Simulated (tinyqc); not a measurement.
Worked calculation: molecular dynamics of a small cluster by velocity Verlet steps. Computed by tinyqc, a small Python program that keeps every step. Command: `OMP_NUM_THREADS=1 python tinyqc.py 3021458 3021459 out.jsonl verlet walk`. One thread of a shared host (Intel(R) Xeon(R) Processor @ 2.30GHz), about 0.2 s of CPU time with the checks. Intermediate numbers are printed to about 6 digits and carried at full precision; extremes and crossings named in words are read from the listed rows.

E = sum_(i<j) phi(r_ij), phi(r) = eps [exp(-2 alpha (r - r0)) - 2 exp(-alpha (r - r0))]; the force on i is -sum_j phi'(r_ij) (R_i - R_j)/r_ij.

Inputs (values chosen for the exercise, for model atoms):

| quantity | value | unit |
|---|---|---|
| length r0 | 2.83 | angstrom |
| well depth eps | 0.52 | eV |
| stiffness alpha | 2.04 | 1/angstrom |
| atomic mass M | 157 | u |
| time step dt | 5.4 | fs |
| steps | 300 | - |
| target temperature T0 | 200 | K |
| coupling time tau | 500 | fs |

Potential: Morse. Thermostat: Berendsen.

starting positions (angstrom):
```
           x      y      z
atom 1  0.02  -0.03  -0.01
atom 2  2.77  -0.02  -0.01
atom 3  1.44   2.42  -0.01
atom 4  1.39    0.8   2.28
```

starting velocities (angstrom/fs):
```
               x         y         z
atom 1   0.00038     5e-05   0.00154
atom 2   0.00019    0.0003   -0.0008
atom 3    -5e-05   -0.0001  -0.00088
atom 4  -0.00052  -0.00025   0.00014
```

Constants: 1 eV/(angstrom u) = 9.648533212e-03 angstrom/fs^2; k_B = 8.617333262e-05 eV/K.

## State at the start

Velocity Verlet: a = c F/M with c = 9.648533212e-3 angstrom/fs^2 per eV/(angstrom u); R(new) = R + v dt + a dt^2/2; v(new) = v + (a + a(new)) dt/2. Kinetic energy K = M v^2/(2c); temperature T = 2K/((3N - 3) k_B), rotation of the cluster included. After each step v is scaled by sqrt(1 + (dt/tau)(T0/T - 1)).

forces (eV/angstrom):
```
                x          y          z
atom 1  -0.522500  -0.045721  -0.139855
atom 2   0.645414  -0.272328  -0.131190
atom 3  -0.125490   0.286298  -0.093177
atom 4   0.002577   0.031751   0.364222
```

potential energy = -3.09053 eV

kinetic energy = 0.0359935 eV

temperature = 92.8193 K

## Step 1

The formulas are those given above.

positions after step 1 (angstrom):
```
              x         y         z
atom 1  0.02158  -0.02977  -0.00181
atom 2  2.77160  -0.01862  -0.01444
atom 3  1.43962   2.41972  -0.01484
atom 4  1.38719   0.79868   2.28108
```

new forces (eV/angstrom):
```
                x          y          z
atom 1  -0.547796  -0.064920  -0.175718
atom 2   0.631582  -0.265423  -0.108072
atom 3  -0.124510   0.278323  -0.071199
atom 4   0.040724   0.052021   0.354988
```

velocities after step 1 (angstrom/fs):
```
                  x            y            z
atom 1   0.00020369   0.00003184   0.00149704
atom 2   0.00040443   0.00021210  -0.00084501
atom 3  -0.00009206  -0.00000635  -0.00091301
atom 4  -0.00051606  -0.00023759   0.00026098
```

total energy = -3.05408 eV

## Step 2

The formulas are those given above.

positions after step 2 (angstrom):
```
              x         y         z
atom 1  0.02219  -0.02966   0.00612
atom 2  2.77435  -0.01772  -0.01910
atom 3  1.43901   2.41993  -0.01983
atom 4  1.38444   0.79744   2.28281
```

new forces (eV/angstrom):
```
                x          y          z
atom 1  -0.553474  -0.078827  -0.207286
atom 2   0.595693  -0.249236  -0.079944
atom 3  -0.121540   0.257097  -0.046492
atom 4   0.079321   0.070966   0.333723
```

velocities after step 2 (angstrom/fs):
```
                  x            y            z
atom 1   0.00002108   0.00000804   0.00144199
atom 2   0.00061168   0.00012746  -0.00088140
atom 3  -0.00013368   0.00008298  -0.00093807
atom 4  -0.00049908  -0.00021847   0.00037748
```

total energy = -3.05366 eV

## Fastest vibration

Relax the cluster, diagonalise the Hessian (central differences): omega_max = sqrt(c lambda_max/M). Verlet steps are stable for omega_max dt < 2.

omega_max = 0.0326180 1/fs

shortest period = 192.629 fs

omega_max dt = 0.176137

The step is 1/35.7 of the shortest period.

## The trajectory

Spread = largest minus smallest value. The test of the step is the spread (largest minus smallest) of the total energy over the run without thermostat, against the spread of K; the step passes below 5 %. The mean T is over the second half.

Course of the run (evenly spaced rows):

| step | t (fs) | U (eV) | K (eV) | U + K (eV) | T (K) |
|---|---|---|---|---|---|
| 0 | 0.0 | -3.09053 | 0.0359935 | -3.05454 | 92.819 |
| 21 | 113.4 | -3.07025 | 0.0254806 | -3.04477 | 65.709 |
| 42 | 226.8 | -3.09464 | 0.0565148 | -3.03813 | 145.739 |
| 63 | 340.2 | -3.08617 | 0.0555511 | -3.03062 | 143.254 |
| 84 | 453.6 | -3.09528 | 0.0681493 | -3.02713 | 175.742 |
| 105 | 567.0 | -3.08340 | 0.0628543 | -3.02054 | 162.088 |
| 126 | 680.4 | -3.07349 | 0.0558171 | -3.01768 | 143.940 |
| 147 | 793.8 | -3.07936 | 0.0670794 | -3.01228 | 172.983 |
| 168 | 907.2 | -3.05288 | 0.0425024 | -3.01038 | 109.604 |
| 189 | 1020.6 | -3.08592 | 0.0791481 | -3.00677 | 204.106 |
| 210 | 1134.0 | -3.05127 | 0.0461202 | -3.00515 | 118.934 |
| 231 | 1247.4 | -3.09910 | 0.0939437 | -3.00516 | 242.260 |
| 252 | 1360.8 | -3.05715 | 0.0567277 | -3.00043 | 146.288 |
| 273 | 1474.2 | -3.08744 | 0.0859304 | -3.00151 | 221.596 |
| 294 | 1587.6 | -3.07138 | 0.0727921 | -2.99859 | 187.715 |

spread of the total energy = 1.94008e-04 eV

spread of the total over spread of K = 0.00467798

mean temperature = 179.624 K

The total energy keeps within 0.47 % of the swings of K, so the step passes. With the thermostat the mean T is 180 K, against the target 200 K; the scaling adds or removes energy, so U + K is not conserved in the table.

## Energy conservation against the time step

Velocity Verlet: a = c F/M with c = 9.648533212e-3 angstrom/fs^2 per eV/(angstrom u); R(new) = R + v dt + a dt^2/2; v(new) = v + (a + a(new)) dt/2. Kinetic energy K = M v^2/(2c); temperature T = 2K/((3N - 3) k_B), rotation of the cluster included. Runs without thermostat over the same span of time, steps x dt; spread = largest minus smallest value. For contrast, the energy gained over the first 30 dt (dt of the inputs) by explicit Euler steps: R(new) = R + v dt, v(new) = v + a dt.

Energy error (eV):

| dt (fs) | omega_max dt | Verlet, spread of U + K | Euler, gain in U + K |
|---|---|---|---|
| 0.675 | 0.022017 | 3.03917e-06 | 0.003952 |
| 1.350 | 0.044034 | 1.21552e-05 | 0.008224 |
| 2.700 | 0.088069 | 4.85417e-05 | 0.017802 |
| 5.400 | 0.176137 | 1.94008e-04 | 0.041602 |
| 10.800 | 0.352275 | 7.57319e-04 | 0.110101 |
| 16.200 | 0.528412 | 1.70843e-03 | 0.205472 |

The Verlet error grows as dt^2.00 between the first rows, the second order of the method. Euler steps gain energy steadily: over that short span the gain in the first row is already 1300 times the Verlet spread of the whole run, and it grows as dt^1.06, tending to the first order of that method as dt shrinks.

Checks made by the program: time reversal over 50 steps (relative difference below 1e-10).
